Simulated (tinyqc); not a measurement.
Wafer bonding and layer transfer: bond energy, gap closing, particles, bonding of dissimilar wafers and hydrogen blisters: one step, computed by the program tinyqc. Command: `OMP_NUM_THREADS=1 python tinyqc.py 3031655 3031656 out.jsonl bond walk`. One thread of a shared host (Intel(R) Xeon(R) Processor @ 2.30GHz), about 0.04 s of CPU time with the checks.

gamma is the energy per area of each of the two surfaces; plates are isotropic, and both wafers have E1 and t1.

Task: Void around a particle. E' = E1/(1 - nu^2), equal wafers assumed. Void radius in the plate regime: R_v = [(2/3) E' t1^3/gamma]^(1/4) h^(1/2). Below h_crit = 5 sqrt(t1 gamma/E') the wafers deform locally and R_v is of the order of h (taken as h).

Inputs (values chosen for the exercise, with wafer 1 close to silicon):
```
quantity            value        unit
Young's modulus E1    157         GPa
Poisson ratio nu     0.23           -
thickness t1          725  micrometre
particle radius h    0.38  micrometre
```

bond energy gamma = 0.2394386 J/m^2

Give: critical particle radius; void radius.

Result:

critical particle radius = 0.1618 micrometre

void radius = 2245 micrometre

The void is 5900 times the particle.
